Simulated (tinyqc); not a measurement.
Comparisons within one model: parabolic quantum dot in a magnetic field (Fock-Darwin). A value that a table varies takes the place of the one given here.

Two dimensions, V = m w0^2 r^2/2, one valley. hbar wc = 2 muB B/m, W = sqrt(w0^2 + wc^2/4), E(n, l, s) = (2n + |l| + 1) hbar W - l hbar wc/2 + s gs muB B, n = 0, 1, ..., l = 0, +/-1, ..., s = +/-1/2; length lam = sqrt(2c/(m hbar W)), c = hbar^2/2m0.

Two electrons, first order in the Coulomb energy: the singlet (0,0)^2 has 2W + J0 and the lowest triplet (0,0)(0,1) has 3W - wc/2 + J0/2 - Ez, with J0 = sqrt(pi/2) q/(eps lam), q = e^2/(4 pi eps0), Ez = |gs| muB B.

Exact treatment: the centre of mass separates with energy W, and the relative motion obeys [-(2c/m) Laplacian + (2c/m) r^2/(2 lam^2)^2 + q/(eps r)] psi = e_l psi for angular number l, solved in 14 Gaussians r^l exp(-a r^2), a = 1.7^i/(4 lam^2), i = -3 to 10. E(S) = W + e_0, E(T) = W + e_1 - wc/2 - Ez.

Constants: muB = 5.788381798e-05 eV/T; hbar^2/2m0 = 3.80998211 eV angstrom^2; e^2/(4 pi eps0) = 14.39964547 eV angstrom.

Inputs chosen for the exercise (near those of a gate-defined dot in InGaAs; shifted at random, so the results belong to these values and not to a real crystal): m = 0.0446 m0 (mass); gs = -2.88 (g factor); w0 = 2.7 meV (confinement energy hbar w0); Bs = (0, 0.26, 0.52, 0.83, 1.2, 1.9, 2.7) T (fields); eps = 13.5 (dielectric constant); B = 0.4 T (magnetic field).

## Levels against field

Six orbital levels without the Zeeman term.

Levels (meV):
```
B (T)  (0,0)  (0,1)  (0,-1)  (0,2)   (1,0)   (0,3)
0      2.700  5.400   5.400  8.100   8.100  10.800
0.26   2.721  5.105   5.779  7.488   8.163   9.872
0.52   2.783  4.891   6.241  6.999   8.349   9.108
0.83   2.907  4.737   6.891  6.566   8.721   8.396
1.2    3.117  4.677   7.791  6.236   9.351   7.796
1.9    3.657  4.847   9.779  6.038  10.970   7.229
2.7    4.424  5.343  12.352  6.263  13.271   7.182
```

(0,2) crosses (0,-1) where W = 3 wc/2, that is wc = w0/sqrt(2), B = 0.74 T, and (0,3) crosses it at W = wc, B = 1.20 T. States with n = 0 and l >= 0 draw together into the lowest Landau level: their spacing W - wc/2 shrinks from 2.70 to 0.92 meV, while (0,-1) climbs to 7.93 meV above (0,0).

## Singlet against triplet in a field

For each field, first order and exact.

Energies (meV):
```
B (T)     J0  W - wc/2     Ez  E(T) - E(S), first order  exact
0      5.314     2.700  0.000                     0.043   1.30
0.26   5.335     2.384  0.043                    -0.327   0.93
0.52   5.395     2.108  0.087                    -0.676   0.59
0.83   5.514     1.830  0.138                    -1.066   0.21
1.2    5.710     1.560  0.200                    -1.495  -0.20
1.9    6.185     1.191  0.317                    -2.218  -0.88
2.7    6.802     0.920  0.450                    -2.932  -1.55
```

Exactly, the triplet drops below the singlet between 0.83 and 1.2 T. First order puts the crossing between 0 and 0.26 T; with J0/W = 1.97 at zero field it misses the splitting there by 1.26 meV. From the first row to the last the orbital cost falls by 1.78 meV, the Coulomb gain J0/2 (half direct, half exchange) grows by 0.74 meV and the Zeeman gain by 0.45 meV. States of higher angular number, which take over at higher fields, in soft dots already within such a table, are left out.

## What each parameter does

The two modes W +/- wc/2, lam and the exact E(T) - E(S), with q = e^2/(4 pi eps0) and Ez = |gs| muB B. Each row changes one parameter from the base and keeps the others.

Results:
```
case           upper mode (meV)  lower mode (meV)  lam (angstrom)  E(T) - E(S) (meV)
base                      3.269             2.230           249.3               0.74
B = 0.24 T                3.029             2.406           250.7               0.96
w0 = 2.16 meV             2.741             1.702           277.3               0.43
m = 0.0513 m0             3.189             2.286           232.9               0.76
gs = -4.32                3.269             2.230           249.3               0.71
eps = 11.5                3.269             2.230           249.3               0.63
```

The largest shifts from the base row, up to three for each result and ties (the steps differ in size, so this ranks the rows, not the parameters). upper mode (meV): w0 -0.528, B -0.239, m -0.080; unchanged at the printed digits by gs and eps. lower mode (meV): w0 -0.528, B +0.176, m +0.056; unchanged at the printed digits by gs and eps. lam (angstrom): w0 +28.0, m -16.3, B +1.4; unchanged at the printed digits by gs and eps. E(T) - E(S) (meV): w0 -0.32, B +0.22, eps -0.11.

Program tinyqc; command `OMP_NUM_THREADS=1 python tinyqc.py 1252144 1252145 out.jsonl`; about 0.1 s on one thread of a shared Intel(R) Xeon(R) Processor @ 2.30GHz.
